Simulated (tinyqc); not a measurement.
# Delta-doped HEMT, charge control, step by step

Computed by the program tinyqc: `OMP_NUM_THREADS=1 python tinyqc.py 2180137 2180138 out.jsonl`, one thread of a shared Intel Xeon 2.30GHz, about 0.01 s for the whole run. Printed values are rounded.

A two-dimensional electron gas of density ns under a barrier. EF and the subbands are counted from the conduction-band edge of the channel at the interface. Two subbands of a triangular well with an infinite wall, parabolic band, no carriers in the barrier.

Values chosen for this exercise; material values close to those of InAlAs on In0.53Ga0.47As:
```
symbol   value   unit                                                  meaning
T          300      K                                              temperature
d           26     nm                   barrier thickness from gate to channel
ds         3.7     nm                       undoped spacer next to the channel
me      0.0413     m0                             electron mass in the channel
ec        14.2                            relative permittivity of the channel
ebr       12.3                            relative permittivity of the barrier
phiB     0.696     eV                               barrier height of the gate
dEc      0.497     eV                                   conduction-band offset
ND      3.1e12  cm^-2  sheet density of the donor plane at ds from the channel
eta        0.5                  share of ns that counts in the confining field
Nb      3.9e10  cm^-2                           depletion charge of the buffer
Vg       -0.36      V                                             gate voltage
```

Constants: q = 1.602176634e-19 C, kB = 1.380649e-23 J/K, hbar = 1.054571817e-34 J s, m0 = 9.1093837015e-31 kg, Vt = kB T/q, eps0 = 8.8541878128e-14 F/cm where lengths are in cm, hbar^2/(2 m0) = 0.0380998212 eV nm^2. Results are converted to the units shown.

## Barrier and off voltage

Fully depleted barrier with eb = ebr: Vp = q ND (d - ds)/(eps0 eb); donors per area ND; Voff = phiB - dEc - Vp.

Vp = 1.01701 V
donors per area = 3.1e12 cm^-2
eb = 12.3
Voff = -0.818005 V

## Starting value

ns = 7.2e11 cm^-2, about 0.6 of eps0 eb (Vg - Voff)/(q d).

ns at the start = 7.2e11 cm^-2

## Iteration 1: new ns

F = q (eta ns + Nb)/(eps0 ec) in eV/nm; E_k = a_k (C F^2/me)^(1/3), a_0 = 2.338107, a_1 = 4.087949, C = hbar^2/(2 m0); D = me m0 q/(pi hbar^2); ns = D Vt [ln(1 + exp((EF - E_0)/Vt)) + ln(1 + exp((EF - E_1)/Vt))], which gives EF = E_0 + Vt ln{2 s/[(1 + u) + sqrt((1 + u)^2 + 4 u s)]} with s = exp(ns/(D Vt)) - 1, u = exp((E_0 - E_1)/Vt). Substitution: ns(new) = eps0 eb (Vg - Voff - EF)/(q d) - Nb.

E_0 = 0.0673007 eV
E_1 = 0.117669 eV
EF = 0.0924746 eV
ns after iteration 1 = 9.16638e11 cm^-2

## Iteration 2: new ns

As before.

E_0 = 0.0779461 eV
E_1 = 0.136281 eV
EF = 0.116016 eV
ns after iteration 2 = 8.55091e11 cm^-2

## Iteration 3: new ns

As before.

E_0 = 0.0746965 eV
E_1 = 0.130599 eV
EF = 0.108876 eV
ns after iteration 3 = 8.73759e11 cm^-2

## Course of the iteration

Stop when the step is below 1e-10 of the value, or after 30 iterations.

Course of the iteration:
```
iteration  ns before the step (cm^-2)  step (cm^-2)
1                              7.2e11       1.97e11
2                          9.16638e11      -6.15e10
3                          8.55091e11       1.87e10
4                          8.73759e11       -5.71e9
5                          8.68046e11        1.74e9
6                          8.69789e11       -5.33e8
7                          8.69257e11        1.63e8
8                          8.69419e11       -4.97e7
9                          8.69370e11        1.52e7
...                               ...           ...
12                         8.69382e11       -4.32e5
13                         8.69381e11        1.32e5
14                         8.69381e11       -4.03e4
15                         8.69381e11        1.23e4
16                         8.69381e11         -3760
17                         8.69381e11          1150
18                         8.69381e11          -350
19                         8.69381e11           107
20                         8.69381e11         -32.7
```

Converged in 20 iterations. At the solution the slope of the map is -(eps0 eb/(q d)) dEF/dns = -0.31: the steps alternate in sign and shrink by about that factor.

## Fermi level, second subband and capacitance

converged ns = 8.69381e11 cm^-2

F = q (eta ns + Nb)/(eps0 ec) in eV/nm; E_k = a_k (C F^2/me)^(1/3), a_0 = 2.338107, a_1 = 4.087949, C = hbar^2/(2 m0); D = me m0 q/(pi hbar^2); ns = D Vt [ln(1 + exp((EF - E_0)/Vt)) + ln(1 + exp((EF - E_1)/Vt))], which gives EF = E_0 + Vt ln{2 s/[(1 + u) + sqrt((1 + u)^2 + 4 u s)]} with s = exp(ns/(D Vt)) - 1, u = exp((E_0 - E_1)/Vt). Gate capacitance C = q dns/dVg = eps0 eb/(d + dd), dd = (eps0 eb/q) dEF/dns. dEF/dns by central differences over +/- 0.01 % of ns.

EF = 0.110550 eV
share of the second subband = 18.6130 %
dd = 7.93983 nm
C = 0.320881 uF/cm^2

The rise of EF with ns acts as 7.94 nm of extra barrier, 30.5 % of d. EF is 0.22 of the band offset dEc.
